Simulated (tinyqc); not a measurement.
Gaussian against the exact two-step profile: two-step dopant diffusion (predeposition and drive-in) with a constant diffusivity. Computed by tinyqc, a small Python program. Command: `OMP_NUM_THREADS=1 python tinyqc.py 3024324 3024325 out.jsonl dopdiff walk`. One thread of a shared host (Intel(R) Xeon(R) Processor @ 2.30GHz), about 0.04 s of CPU time with the checks.

Fick diffusion into a half space x > 0 whose background doping C_B is of the opposite type, so that a junction lies where C = C_B.

Inputs (values chosen for the exercise, modelled on gallium in silicon):
```
quantity,value,unit
prefactor D0,0.407,cm^2/s
activation energy E,3.39,eV
surface concentration C_s,1e+19,1/cm^3
background doping C_B,2.3e+15,1/cm^3
predeposition temperature T1,900,C
predeposition time t1,45,min
drive-in temperature T2,1100,C
drive-in time t2,20,min
```

Furnace ramps of the drive-in: none.

Constants: k_B = 8.617333262e-05 eV/K.

Method:
- D = D0 exp(-E/(k_B T)).
- Temperatures in kelvin are T(C) + 273.15.
- Times in seconds are 60 times the minutes.
- (Dt)2 = D2 t2, t2 in seconds.
- C = C_s erfc(x/(2 sqrt(D1 t1))); dose Q = 2 C_s sqrt(D1 t1/pi); the junction solves erfc(z) = C_B/C_s with x_j = 2 z sqrt(D1 t1).
- With a sealed surface and a thin source, C = Q/sqrt(pi (Dt)2) exp(-x^2/(4 (Dt)2)); x_j = 2 sqrt((Dt)2 ln(C(0)/C_B)); gradient at the junction |dC/dx| = C_B x_j/(2 (Dt)2).
- Exact two-step profile: C = (2 C_s/pi) int_0^alpha exp(-beta (1 + u^2))/(1 + u^2) du with alpha = sqrt(D1 t1/(Dt)2), beta = x^2/(4 (D1 t1 + (Dt)2)).
- The integral takes 48 Gauss-Legendre points; solve C(x) = C_B.
- Gaussian: C = Q/sqrt(pi (Dt)2) exp(-x^2/(4 (Dt)2)).
- Depths are fractions of the Gaussian x_j.

surface concentration C(0) (Gaussian) = 8.30617e+17 1/cm^3

junction depth x_j = 0.644772 um

drive-in budget (Dt)2 = 1.76478e-10 cm^2

product D1 t1 = 3.00423e-12 cm^2

exact junction depth = 0.648122 um

Profiles:
```
x/x_j,x (um),Gaussian (1/cm^3),exact (1/cm^3),ratio
0.0,0.00000,8.3062e+17,8.2595e+17,1.0056
0.2,0.12895,6.5629e+17,6.5432e+17,1.0030
0.4,0.25791,3.2372e+17,3.2532e+17,0.9951
0.6,0.38686,9.9687e+16,1.0151e+17,0.9820
0.8,0.51582,1.9164e+16,1.9880e+16,0.9640
1.0,0.64477,2.3000e+15,2.4438e+15,0.9411
1.2,0.77373,1.7233e+14,1.8857e+14,0.9138
```

What follows from these numbers?

With D1 t1/(Dt)2 = 0.017, the Gaussian is 0.56 % high at the surface and 5.9 % low at its own junction; the exact junction lies at 0.6481 um, 0.52 % deeper. The dose is the same, but the real source already has a width, which is negligible here. Caution: C_s exceeds the intrinsic carrier density of silicon at the predeposition temperature (2e18 to 1e19 per cm^3), where real diffusivities rise with concentration and profiles turn box-like.
